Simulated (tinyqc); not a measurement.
Gas flow in a process chamber: flow regimes, conductance, effective pumping speed, pump-down, outgassing and purge: one step, computed by the program tinyqc. Command: `OMP_NUM_THREADS=1 python tinyqc.py 3120932 3120933 out.jsonl pump walk`. One thread of a shared host (Intel(R) Xeon(R) Processor @ 2.30GHz), about 0.08 s of CPU time with the checks.

Ideal gas, isothermal flow, a pump of constant speed at the end of a round pipe; process gas, volume gas and outgassing are given the same properties. 1 sccm = 101325 Pa x 1e-6 m^3/60 s x T/273.15 K.

Task: Molecular flow. Mean speed c = sqrt(8 k_B T/(pi m)); aperture conductance C_a = c pi d^2/16; molecular pipe C_m = C_a/(1 + 3 l/(4 d)) (Dushman form); viscous pipe C_v = pi d^4 p_mean/(128 eta l); Knudsen interpolation C = C_v + C_m (1 + x)/(1 + 1.24 x), x = d p_mean sqrt(m/(k_B T))/eta. Effective speed 1/S_eff = 1/S + 1/C_m; time constant V/S_eff; pressure at which the free path k_B T/(sqrt2 pi d_m^2 p) equals d.

Inputs (values chosen for the exercise, modelled on hydrogen near room temperature): molar mass M = 2.016 g/mol; molecular diameter = 0.27 nm; temperature T = 300 K; chamber volume V = 64 L; pipe diameter d = 10 cm; pipe length l = 170 cm; pump speed S = 580 L/s.

Constants: k_B = 1.380649e-23 J/K; u = 1.6605390666e-27 kg.

Give: mean speed c; C_a; C_m; S_eff in molecular flow; time constant; pressure where the free path equals d.

Result:

mean speed c = 1775 m/s

C_a = 3485 L/s

C_m = 253.5 L/s

S_eff in molecular flow = 176.4 L/s

time constant = 0.3628 s

pressure where the free path equals d = 0.1279 Pa

The pipe passes on 30 % of the pump speed.
